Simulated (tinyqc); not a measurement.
Ion implantation: universal nuclear stopping, Lindhard-Scharff electronic stopping and a Gaussian range profile: one step, computed by the program tinyqc. Command: `OMP_NUM_THREADS=1 python tinyqc.py 3026487 3026488 out.jsonl implant walk`. One thread of a shared host (Intel(R) Xeon(R) Processor @ 2.30GHz), about 0.06 s of CPU time with the checks.

An ion slows by elastic collisions with screened nuclei and by friction with electrons; channelling is ignored and the target is uniform.

Question. Damage. Kinchin-Pease count with efficiency 0.8: N_d = 0.8 nu/(2 E_d), taking all of nu as damage energy (an upper estimate, as recoils also lose energy to electrons). Spread over a depth R_p + dR_p, displacements per atom = Q N_d/(N (R_p + dR_p)).

Inputs (values chosen for the exercise, modelled on aluminium ions in copper): target density N = 84.9 1/nm^3; dose Q = 1.9e+15 1/cm^2; displacement energy E_d = 30 eV.

energy lost to nuclei nu = 152.0241 keV

projected range R_p = 173.4141 nm

straggle dR_p = 52.88643 nm

Give: displacements per ion N_d; displacements per atom.

Answer.

displacements per ion N_d = 2027

displacements per atom = 2.005

One displacement per atom would need a dose of 9.5e14 per cm^2 if no defects annealed. Caution: the estimates of R_p and dR_p assume mainly nuclear stopping and an ion not much lighter than the target; here they are rough, and for light ions in heavy targets the straggle can be low by a factor of two or more. Caution: above a few tenths of a displacement per atom cascades overlap, so the count overstates new damage; heavy ions turn silicon and germanium amorphous at such levels, while light ions such as boron and metal targets anneal much of the damage.
